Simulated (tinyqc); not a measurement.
Precursor delivery and alloy composition in metal-organic vapour-phase epitaxy: one step, computed by the program tinyqc. Command: `OMP_NUM_THREADS=1 python tinyqc.py 3007067 3007068 out.jsonl movpe walk`. One thread of a shared host (Intel(R) Xeon(R) Processor @ 2.30GHz), about 0.01 s of CPU time with the checks.

Carrier gas leaves each bubbler saturated. Group-III species cross a boundary layer and react at the surface; element 2 can also desorb. The film is (1)_(1-x) (2)_x V with a zinc-blende cell.

Task: Composition and growth rate. Loss of element 2 is r x with r = prefactor x exp(-energy/(k_B T)). Then x = (g2 - r x)/(g1 + g2 - r x), or r x^2 - (g1 + g2 + r) x + g2 = 0, smaller root; growth rate G = g1/(1 - x) layers/s; one layer is a/2 thick, 1 angstrom/s = 0.36 um/h. Temperatures in kelvin are T(C) + 273.15. Distribution coefficient = [x/(1 - x)]/[x_g/(1 - x_g)], x_g = g2/(g1 + g2).

Inputs (values chosen for the exercise, close to those used for AlGaAs from TMAl and TMGa): source 1: bath temperature = 23 C; source 2: bath temperature = -3 C; prefactor of the loss of element 2 = 6.8e+16 layers/s; energy of the loss = 3.62 eV; lattice constant a = 5.655 angstrom; growth temperature T = 710 C.

arrival rates (layers/s): g1 0.1986518, g2 2.997008

Constants: k_B = 8.617333262e-05 eV/K.

Give: loss rate r; solid share x; growth rate G; distribution coefficient.

Result:

loss rate r = 0.018873 layers/s

solid share x = 0.93749

growth rate G = 3.2349 um/h

distribution coefficient = 0.99410

Desorption is negligible, so the solid copies the gas. Caution: trimethylaluminium is largely a dimer in the vapour, which would double its metal flow; it is counted as a monomer here. Caution: the lattice constant is held fixed as x changes, delta does not respond to the flow, both precursors share one D and k_s, and gas-phase side reactions are left out.
